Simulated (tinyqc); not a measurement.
Inside a calculation. Method: coherent transport through a tight-binding region between two chains. One step of it, computed by the program tinyqc.

Question. Transmission at E = 0.74 eV. Surface Green function g = (E - i sqrt(4 t^2 - E^2)) / (2 t^2); self-energy tc^2 g on each contact site; G = (E - H - Sigma)^(-1); Gamma = -2 Im Sigma; T = Gamma_L Gamma_R |G_LR|^2; local density of states -Im G_ii / pi.

H of the central region (eV):
```
[[0.000000, -1.520000, 0.000000],
 [-1.520000, 1.010000, -1.470000],
 [0.000000, -1.470000, 0.000000]]
```

Leads: semi-infinite chains with site energy 0:
```
parameter                           value
lead hopping t (eV)              2.160000
coupling to the left lead (eV)   1.380000
coupling to the right lead (eV)  0.270000
left contact site                       1
right contact site                      3
```

E = 0.740000 eV

Give: g; G; local density of states; transmission.

Answer.

g = 0.0793-0.4561i 1/eV

G (1/eV):
```
[[0.5194-0.3568i, 0.2528-0.1586i, -0.4907+0.3398i],
 [0.2528-0.1586i, -0.1886-0.0830i, 0.3843+0.1488i],
 [-0.4907+0.3398i, 0.3843+0.1488i, 0.5779-0.3240i]]
```

local density of states (1/eV): [0.1136, 0.0264, 0.1031]

transmission = 0.0412
